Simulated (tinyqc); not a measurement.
Stark shift: stepped quantum well by finite differences.

Finite differences on points z_i at the centres of cells of width h: H_ii = (c/h^2)(1/m_(i-1/2) + 1/m_(i+1/2)) + V_i, H_(i,i+1) = -(c/h^2)/m_(i+1/2), where m_(i+1/2) is the mean of the masses at the two points (the end values are repeated outwards), psi = 0 on the points beyond both ends, c = hbar^2/2m0. The field adds e F (z - z0) with z0 the middle of the structure; 1 kV/cm = 1e-5 eV/angstrom.

Constants: hbar^2/2m0 = 3.80998211 eV angstrom^2.

Inputs chosen for the exercise (out of a larger set: near those of an InGaAs well in InP; not measured data): layers = ((136, 0.261, 0.0834), (68, 0, 0.0413), (102, 0.154, 0.0661), (136, 0.261, 0.0834)) (each layer: thickness in angstrom, band edge in eV, mass in m0); hf = 2.125 angstrom (cell width of the fine grid); Fs = (0, 6.67, 13.3, 20, 26.7, 33.3, 40) kV/cm (fields).

Fine grid. Perturbation theory: dE1 = e F z_11 - beta (e F)^2 with beta = sum_j z_1j^2/(E_j - E_1) over the 13 next levels at zero field, z from z0.

Levels against field:

| F (kV/cm) | E1 (eV) | E2 (eV) | dE1 (meV) | second order (meV) | <z - z0> (angstrom) | E2 - E1 (meV) |
|---|---|---|---|---|---|---|
| 0 | 0.0583 | 0.1796 | 0.00 | 0.00 | -47.4 | 121.4 |
| 13.3 | 0.0519 | 0.1824 | -6.36 | -6.37 | -48.3 | 130.5 |
| 20.0 | 0.0487 | 0.1833 | -9.62 | -9.62 | -48.8 | 134.6 |
| 26.7 | 0.0454 | 0.1838 | -12.91 | -12.91 | -49.3 | 138.4 |
| 33.3 | 0.0421 | 0.1839 | -16.17 | -16.19 | -49.7 | 141.8 |
| 40.0 | 0.0388 | 0.1835 | -19.52 | -19.55 | -50.2 | 144.7 |

Give the missing row, F (kV/cm) = 6.67.

Computed row:
```
F (kV/cm)  E1 (eV)  E2 (eV)  dE1 (meV)  second order (meV)  <z - z0> (angstrom)  E2 - E1 (meV)
6.67        0.0551   0.1812      -3.18               -3.18                -47.9          126.1
```

z_11 = -47.36 angstrom
beta = 3760 angstrom^2/eV

The state sits -47.4 angstrom off the middle at zero field, so the shift starts linearly in F. At 40 kV/cm E1 has moved by -19.52 meV, where second order gives -19.55 meV; they differ by 0.1 % there. The electron moves by -2.8 angstrom, against the rise of the potential. From 40 kV/cm on E2 lies above the lowest point of the outer barrier, so it is a resonance or a state of the finite grid, held or pushed up by its ends. E2 - E1 grows with the field; the ends are 121.4 and 144.7 meV.

Run: tinyqc, `OMP_NUM_THREADS=1 python tinyqc.py 1252222 1252223 out.jsonl`; Intel(R) Xeon(R) Processor @ 2.30GHz, one thread, shared host; about 0.02 s of CPU time with all checks.
